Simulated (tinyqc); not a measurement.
Worked calculation: bound state in one dimension: Numerov shooting, finite differences, DVR. Computed by tinyqc, a small Python program that keeps every step. Settings: points = 64. Command: `OMP_NUM_THREADS=1 python tinyqc.py 24077 24078 out.jsonl` (the two numbers bound the seeds that draw the settings). One thread of a shared host (Intel(R) Xeon(R) Processor @ 2.60GHz), about 0.01 s of CPU time with the checks.

## Numerov steps at E = 0.1

One particle of mass 1 in V = 8.43 (1 - exp(-0.87 x))^2 (atomic units), psi = 0 at both ends:
```
parameter                 value
left end              -1.600000
right end                     7
intervals                    64
h                      0.134375
state sought (nodes)          2
```

k_i = 2 m (E - V_i); (1 + h^2 k_(i+1)/12) y_(i+1) = 2 (1 - 5 h^2 k_i/12) y_i - (1 + h^2 k_(i-1)/12) y_(i-1), from y_0 = 0, y_1 = 0.001.

Points along the way:
```
i           x          V            k          y
0   -1.600000  77.032080  -153.864161   0.000000
1   -1.465625  56.071567  -111.943135   0.001000
2   -1.331250  40.215658   -80.231317   0.004190
3   -1.196875  28.319052   -56.438104   0.013778
4   -1.062500  19.484171   -38.768342   0.037776
5   -0.928125  13.008530   -25.817060   0.088415
21   1.221875   3.612185    -7.024370   9.185184
22   1.356250   4.045019    -7.890037  12.692464
23   1.490625   4.450680    -8.701359  18.039915
24   1.625000   4.827875    -9.455750  26.273873
25   1.759375   5.176349   -10.152697  39.079356
26   1.893750   5.496581   -10.793162  59.190099
```

## Bisection on the node count

With more sign changes than the state has nodes (the last point included) the energy is too high, else too low; the bracket starts as 0.1 to 10.

Trials:
```
trial           E  sign changes  y at the right end   next
1      5.05000000             2            2.97e+04  raise
2      7.52500000             3           -1.31e+01  lower
3      6.28750000             2            5.23e+02  raise
4      6.90625000             3           -8.83e+01  lower
5      6.59687500             3           -2.39e+01  lower
6      6.44218750             2            1.49e+02  raise
7      6.51953125             2            4.37e+01  raise
8      6.55820313             2            5.87e+00  raise
9      6.57753906             3           -9.96e+00  lower
10     6.56787109             3           -2.29e+00  lower
11     6.56303711             2            1.73e+00  raise
12     6.56545410             3           -2.96e-01  lower
13     6.56424561             2            7.12e-01  raise
14     6.56484985             2            2.07e-01  raise
...           ...           ...                 ...    ...
28     6.56509824             2            1.84e-05  raise
29     6.56509826             2            3.06e-06  raise
30     6.56509827             3           -4.61e-06  lower
```

eigenvalue = 6.56509827 hartree

## The same grid by other methods

Three-point finite differences and the sine-DVR kinetic matrix of Colbert and Miller on the same points.

Lowest levels (hartree):
```
state  finite differences       DVR
0                1.685300  1.691539
1                4.486880  4.506941
2                6.535882  6.565444
3                7.842985  7.867813
4                8.514810  8.532523
```
